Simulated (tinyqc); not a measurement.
# AlGaN/GaN HEMT with access regions, lumped model: what changes with what

A polarisation-induced electron sheet under a Schottky gate, in series with two ungated access regions and contacts. Drift law v = mu E/(1 + mu E/vs) under the gate. Currents in mA/mm, resistances in ohm mm. No self-heating, no channel-length modulation; fits for polarisation, barrier and offset are chosen for the exercise.

Inputs (values chosen for the exercise); values close to those of AlGaN/GaN structures:
```
symbol  value        unit                                               meaning
x        0.32                                    aluminium share of the barrier
d          30          nm                                     barrier thickness
eps_r     9.3                      relative permittivity of barrier and channel
mu       1600  cm^2/(V s)                                      channel mobility
vs      1.4e7        cm/s                                   saturation velocity
Lg       0.25          um                                           gate length
Ls          2          um                                  source access length
Ld          4          um                                   drain access length
Rc       0.56      ohm mm                            resistance of each contact
ft       0.44              share of the drain-access electrons removed by traps
Vg          0           V                                          gate voltage
Ec        2.7       MV/cm                                        critical field
te       0.28          um          depth over which the depleted charge spreads
tf         50          nm                       insulator under the field plate
ei        3.9                           relative permittivity of that insulator
```

Constants: q = 1.602176634e-19 C, eps0 = 8.8541878128e-14 F/cm where lengths are in cm. Results are converted to the units shown.

Each table varies one quantity; the others keep the values above.

## Effect of the aluminium share of the barrier

sigma = (5e13 x + 1.6e13 x^2) cm^-2, phiB = 0.84 + 1.3 x, dEc = 0.7 (1.71 x + x^2) in volts, Cb = eps0 eps_r/d, VT = phiB - dEc - q sigma/Cb, access density n0 = -Cb VT/q. Access resistance R(L, n) = L/(q mu n sqrt(1 - (I/(q n vs))^2)); Rs = Rc + R(Ls, n0), Rd = Rc + R(Ld, (1 - ft) n0). Vg' = Vg - I Rs, Vd' = Vd - I (Rs + Rd); with u = Vg' - VT, Vc = vs Lg/mu and w the smaller of Vd' and Vc [sqrt(1 + 2 u/Vc) - 1] (0 if negative), the channel gives (mu Cb/Lg)(u w - w^2/2)/(1 + w/Vc). I equals that channel current. Isat is I at Vd = 10 V, gm = dIsat/dVg, Ron the limit of Vd/I at small Vd.

Effect of the aluminium share of the barrier:

| x | VT (V) | n0 (cm^-2) | Ron (ohm mm) | Isat (mA/mm) | gm (mS/mm) |
|---|---|---|---|---|---|
| 0.12 | -2.794 | 4.787e12 | 8.774 | 425.1 | 164.3 |
| 0.17 | -4.394 | 7.528e12 | 5.987 | 794.0 | 189.8 |
| 0.22 | -6.044 | 1.035e13 | 4.659 | 1164 | 24.63 |
| 0.27 | -7.744 | 1.327e13 | 3.882 | 1485 | 11.42 |
| 0.32 | -9.494 | 1.627e13 | 3.373 | 1804 | 8.547 |
| 0.37 | -11.29 | 1.935e13 | 3.014 | 2124 | 7.348 |
| 0.42 | -13.15 | 2.252e13 | 2.747 | 2441 | 6.708 |

As x goes from 0.12 to 0.42, Ron falls from 8.77 to 2.75 ohm mm, Isat rises from 425 to 2440 mA/mm and gm goes from 164 through a maximum of 190 (at x = 0.17 among the rows listed) to 6.71 mS/mm. VT falls from -2.79 to -13.1 V. For x = 0.17 to 0.42 the power passes 5 W/mm, where self-heating, left out here, lowers the current. For x = 0.32 to 0.42 the barrier is thick and rich enough in aluminium to relax or crack. For x = 0.22 to 0.42 the gated channel is not yet saturated at 10 V, because the access regions take the voltage, and gm drops.

## Effect of the gate voltage

Same model as above.

The same in every row: VT (V) = -9.494; n0 (cm^-2) = 1.627e13.

Effect of the gate voltage:

| Vg (V) | Ron (ohm mm) | Isat (mA/mm) | gm (mS/mm) |
|---|---|---|---|
| -9.1 | 4.756 | 45.69 | 162.9 |
| -7.6 | 3.613 | 347.3 | 219.6 |
| -6.1 | 3.480 | 687.5 | 231.9 |
| -4.6 | 3.429 | 1039 | 236.4 |
| -3 | 3.400 | 1418 | 236.8 |
| -1.5 | 3.384 | 1761 | 109.1 |
| 0 | 3.373 | 1804 | 8.547 |
| 1.5 | 3.364 | 1812 | 3.167 |

As Vg goes from -9.1 to 1.5 V, Ron falls from 4.76 to 3.36 ohm mm, Isat rises from 45.7 to 1810 mA/mm and gm goes from 163 through a maximum of 237 (at Vg = -3 V among the rows listed) to 3.17 mS/mm. The ceiling Cb vs is 384 mS/mm. For Vg = -6.1 to 1.5 V the power passes 5 W/mm, where self-heating, left out here, lowers the current. In every row the barrier is thick and rich enough in aluminium to relax or crack. For Vg = -1.5 to 1.5 V the gated channel is not yet saturated at 10 V, because the access regions take the voltage, and gm drops. At Vg = 1.5 V Vg comes within 0.2 V of phiB or passes it, so at low drain current, as for Ron, the Schottky gate would conduct.

## Field plate: effect of the aluminium share of the barrier

Off state: a depleted stretch that holds the voltage V has the peak field sqrt(k V), k = 2 q n0/(eps0 eps_r te), so one edge holds V1 = Ec^2/k. The sheet under the plate pinches off at Vf = q n0 (1/Cb + tf/(eps0 ei)); beyond it the gate edge is screened. BV = V1 if Vf >= V1, else Vf + V1, and at most Ec Ld.

The same in every row: Ec Ld (V) = 1080.0.

Result of one run:

| x | Vf (V) | V1 (V) | BV (V) |
|---|---|---|---|
| 0.3 | 43.716 | 34.839 | 34.839 |

What becomes of these results when the aluminium share of the barrier x is changed from 0.3 to 0.14, all else the same?

Result of the changed run:

| x | Vf (V) | V1 (V) | BV (V) |
|---|---|---|---|
| 0.14 | 17.054 | 89.308 | 106.36 |

The whole series:

| x | Vf (V) | V1 (V) | BV (V) |
|---|---|---|---|
| 0.14 | 17.054 | 89.308 | 106.36 |
| 0.18 | 23.480 | 64.866 | 88.346 |
| 0.22 | 30.066 | 50.658 | 80.723 |
| 0.26 | 36.811 | 41.375 | 78.186 |
| 0.3 | 43.716 | 34.839 | 34.839 |
| 0.34 | 50.782 | 29.992 | 29.992 |
| 0.38 | 58.007 | 26.256 | 26.256 |

BV falls from 106 to 26.3 V. The plate helps (Vf < V1) in 4 of the 7 rows, and the access length caps BV in 0. More sheet charge lowers Ron but steepens the field, so V1 falls. For x = 0.34 to 0.38 the barrier is thick and rich enough in aluminium to relax or crack.

Program tinyqc, `OMP_NUM_THREADS=1 python tinyqc.py 2570153 2570154 out.jsonl`; Intel Xeon 2.30GHz, shared host, one thread, about 0.03 s.
